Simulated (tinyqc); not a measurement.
Kink density above f_c: Frenkel-Kontorova chain: a misfit dislocation (kink) in a monolayer on a periodic substrate. Computed by tinyqc, a small Python program. Command: `OMP_NUM_THREADS=1 python tinyqc.py 3019228 3019229 out.jsonl fkchain walk`. One thread of a shared host (Intel(R) Xeon(R) Processor @ 2.30GHz), about 0.01 s of CPU time with the checks.

E = sum_j [(k/2)(x_(j+1) - x_j - b)^2 + (W/2)(1 - cos(2 pi x_j/a))], x_j = a (j + u_j). A kink takes u from 0 to 1: the chain is stretched by one period and has one atom fewer than wells.

Inputs (values chosen for the exercise, for a model overlayer):
```
quantity              value           unit
spring constant k      2.12  eV/angstrom^2
substrate period a     3.72       angstrom
corrugation W          1.29             eV
misfit f = (b - a)/a   0.19              -
atomic mass M           117              u
```

Constants: nu for 1 eV/(angstrom^2 u) = 15.6333042 THz.

Method. l0 = sqrt(k a^2/(2 W)); kink u(j) = (2/pi) arctan exp(pi j/l0); kink energy at f = 0: E0 = (4/pi) W l0; with misfit E0 - k a^2 f; kinks become favourable at f_c = 2/(pi l0), and a coherent chain with free ends loses stability at f_m = 1/l0. Lowest vibration of the flat chain: nu0 = 15.6333042 THz x sqrt(2 pi^2 W/(a^2 M)). Frank and van der Merwe: the modulus q solves f = 2 E(q)/(pi l0 q), and the kinks per atom are pi/(2 l0 q K(q)), with the complete elliptic integrals K and E; strain left = f - density (for f above f_c = 2/(pi l0)).

critical misfit f_c = 0.188790

kink width l0 = 3.37210

Continuum ground state:
```
f             q  kinks per atom  strain left
0.1897  0.99904         0.10325     0.086448
0.1926  0.99524         0.12580     0.066805
0.1982  0.98673         0.14665     0.051548
0.2077  0.97068         0.16904     0.038655
0.2265  0.93631         0.20062     0.025880
0.2643  0.86548         0.24977     0.014526
0.3209  0.76741         0.31325     0.007650
0.4153  0.63536         0.41187     0.003427
```

What follows from these numbers?

0.48 % above f_c the density is already 0.54 of f: kinks repel only exponentially, so they flood in, as 1/|ln(f - f_c)|. At 2.2 f_c they take up 99.2 % of the misfit and the layer floats nearly free. Caution: a corrugation above 1 eV is larger than real overlayers usually show; it is chosen to keep the kink narrow.
